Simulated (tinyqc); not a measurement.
Thermal stress and diffusional relaxation in a metal film: Coble and Nabarro-Herring creep, cooling and holds: one step, computed by the program tinyqc. Command: `OMP_NUM_THREADS=1 python tinyqc.py 3008930 3008931 out.jsonl creep walk`. One thread of a shared host (Intel(R) Xeon(R) Processor @ 2.30GHz), about 0.02 s of CPU time with the checks.

A thin film on a rigid substrate is stress-free at T0. Tension is positive and the film creeps linearly: d sigma/dt = -M (mismatch) dT/dt - sigma/tau.

Task: Stress after cooling to room temperature. Creep rate per stress: Nabarro-Herring 14 D Omega/(k_B T d^2), Coble (14 pi) delta D_b Omega/(k_B T d^3), with D = D0 exp(-E/(k_B T)), delta D_b = (delta D_b)0 exp(-E_b/(k_B T)); 1/tau = M x (sum of both)/2 (biaxial strain rate is half the uniaxial one). Temperatures in kelvin are T(C) + 273.15. Cooling from T0 at the constant rate: d sigma/dT = -slope + sigma/(tau(T) x rate), integrated to 25 C (stiff solver, tolerance 1e-9). Effective stress-free temperature T_eff = 25 C + sigma/slope.

Inputs (values chosen for the exercise, modelled on copper films on silicon): biaxial modulus M = 189 GPa; atomic volume Omega = 11.8 angstrom^3; lattice prefactor D0 = 1.5e-05 m^2/s; lattice energy E = 2.04 eV; boundary prefactor (delta D_b)0 = 5.2e-15 m^3/s; boundary energy E_b = 1.09 eV; grain size d = 1.4 um; stress-free temperature T0 = 450 C; hold temperature T = 200 C; cooling rate = 10 C/min; yield stress = 570 MPa.

thermoelastic slope = 2.6838 MPa/K

Constants: k_B = 1.380649e-23 J/K; k_B = 8.617333262e-05 eV/K.

Give: stress at 25 C; effective stress-free temperature.

Result:

stress at 25 C = 756.55 MPa

effective stress-free temperature = 306.89 C

Creep during cooling removes 33.7 % of the elastic value. Caution: the elastic stress exceeds the yield stress, so dislocation glide would cap it first. Caution: bulk creep laws overstate relaxation in a bonded film, and dislocation glide would cap stresses above the yield stress.
